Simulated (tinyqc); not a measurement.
# Thermionic-field emission through a Schottky barrier, WKB, step by step

Program tinyqc, `OMP_NUM_THREADS=1 python tinyqc.py 2640114 2640115 out.jsonl`; Intel Xeon 2.30GHz, shared host, one thread, about 0.06 s. Printed values are rounded.

Metal on an n-type semiconductor with one parabolic valley; V > 0 is forward bias (metal positive). Energies E are counted from the conduction edge of the neutral semiconductor, whose Fermi level lies at -xi; that of the metal lies at -xi - V. The barrier is a parabola of height Vd = phi - xi - V (depletion approximation, no image force).

Values chosen for this exercise; band and dielectric values those of a made-up semiconductor:
```
symbol   value   unit                             meaning
T          300      K                         temperature
me      0.0321     m0                       electron mass
eps_r     12.8                      relative permittivity
phi        0.4     eV  barrier height seen from the metal
Nd      1.7e19  cm^-3                       donor density
V         0.17      V                                bias
nE          11                  points of the energy grid
Eb         1.1     eV        upper end of the energy grid
```

Constants: q = 1.602176634e-19 C, kB = 1.380649e-23 J/K, hbar = 1.054571817e-34 J s, h = 6.62607015e-34 J s, m0 = 9.1093837015e-31 kg, Vt = kB T/q, eps0 = 8.8541878128e-14 F/cm where lengths are in cm. Results are converted to the units shown.

Range of the model: The depletion approximation, a parabolic band and the neglect of image-force lowering make these currents estimates at high doping.

## Fermi level, barrier and E00

Nc = 2 (2 pi me m0 kB T/h^2)^1.5 (times 1e-6 for cm^-3); Nd = Nc F12(-xi/Vt), F12(x) = (2/sqrt(pi)) int_0^infinity sqrt(u)/(1 + exp(u - x)) du; E00 = (hbar/2) sqrt(Nd/(me m0 eps0 eps_r)) in SI units (volts). W = sqrt(2 eps0 eps_r Vd/(q Nd)).

Nc = 1.443210e17 cm^-3
xi = -0.7503093 eV
Vd = 0.9803093 V
W = 9.032256 nm
E00 = 119.4247 meV
E00/Vt = 4.619555

By a common rule of thumb, E00/Vt below 0.5 marks thermionic emission, 0.5 to 5 thermionic-field emission and above 5 field emission. By that rule alone: thermionic-field emission; with a high barrier, tunnelling near its top can carry most of the current even below 0.5.

## Current density on a coarse grid

For E < Vd, ln T(E) = -(Vd/E00) [sqrt(1 - y) - y ln((1 + sqrt(1 - y))/sqrt(y))], y = E/Vd; T(E) = 1 above. J = A* T (q/kB) int_0^infinity T(E) N(E) dE, N = ln[(1 + exp((-xi - E)/Vt))/(1 + exp((-xi - V - E)/Vt))], A* = 4 pi q me m0 kB^2/h^3 (times 1e-4 for A/(cm^2 K^2)). Simpson's rule on nE equally spaced points from 0 to Eb.

```
point,E (eV),T(E),N,T(E) N
0,0.000000,2.723028e-4,6.575894,0.001790634
1,0.110000,0.002208312,6.575894,0.01452163
2,0.220000,0.009194145,6.575893,0.06045971
3,0.330000,0.02915599,6.575831,0.1917249
4,0.440000,0.07633986,6.571515,0.5016686
5,0.550000,0.1709298,6.306590,1.077984
6,0.660000,0.3327423,3.478446,1.157426
7,0.770000,0.5657797,0.3824917,0.2164060
8,0.880000,0.8328044,0.006595534,0.005492790
9,0.990000,1,9.391779e-5,9.391779e-5
10,1.100000,1,1.333059e-6,1.333059e-6
```

J = 4.655704e6 A/cm^2

The integrand peaks at E = 0.660 eV among these points, 0.67 of the barrier height. A converged quadrature gives 4.784e6 A/cm^2 (this grid is 2.7 % below that), of which 9.9e-4 % passes over the barrier.
